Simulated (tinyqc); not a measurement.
The decay curve: photoconductance decay in a wafer: bulk and surface recombination modes, and iron detection by pair splitting. Computed by tinyqc, a small Python program. Command: `OMP_NUM_THREADS=1 python tinyqc.py 3110734 3110735 out.jsonl pcd walk`. One thread of a shared host (Intel(R) Xeon(R) Processor @ 2.30GHz), about 0.01 s of CPU time with the checks.

Both faces of the wafer have the same S; injection is low and all coefficients are constant. x runs from -W/2 to W/2.

Inputs (values chosen for the exercise, modelled on p-type silicon):
```
quantity                          value         unit
thickness W                         525   micrometre
diffusivity D                      33.3       cm^2/s
bulk lifetime tau_b without iron     11  microsecond
surface recombination velocity S    9.7         cm/s
absorption coefficient alpha       3600         1/cm
```

Method:
- Even modes cos(a x) obey b tan b = S W/(2 D) with b = a W/2, odd modes sin(a x) obey -b cot b = S W/(2 D); each decays at the rate 1/tau_b + D a^2.
- tau_eff is the decay time of the first mode. The surface time is 1/(D a^2) of that mode; shortcuts for it are W/(2 S), W^2/(pi^2 D) and their sum, whose error is sum/surface time - 1.
- Light from one face makes n(x, 0) proportional to exp(-alpha (x + W/2)). Only even modes carry the thickness average: weight c_n = [sin b/b] int n cos(a x) dx / (int cos^2(a x) dx x mean n), with int exp(-alpha (x + W/2)) cos(a x) dx = [alpha cos b (1 - E) + a sin b (1 + E)]/(alpha^2 + a^2), E = exp(-alpha W), and int cos^2 = W/2 + sin(2 b)/(2 a).
- Mean density = sum_n c_n exp(-t/tau_n) over 60 modes; the local decay time is -1/(d ln n/dt).

W^2/(pi^2 D) = 8.38638 microsecond

tau_eff = 10.9556 microsecond

Decay:
```
t / (W^2/(pi^2 D))  t (microsecond)  mean density/start  local decay time (microsecond)
0.02                          0.168             0.98418                          10.729
0.05                          0.419             0.96149                          10.826
0.10                          0.839             0.92506                          10.876
0.20                          1.677             0.85654                          10.912
0.50                          4.193             0.68045                          10.944
1.00                          8.386             0.46397                          10.954
2.00                         16.773             0.21579                          10.956
```

What follows from these numbers?

The local decay time goes from 10.7 to 11.0 microsecond against tau_eff = 11.0. Higher modes matter little here.
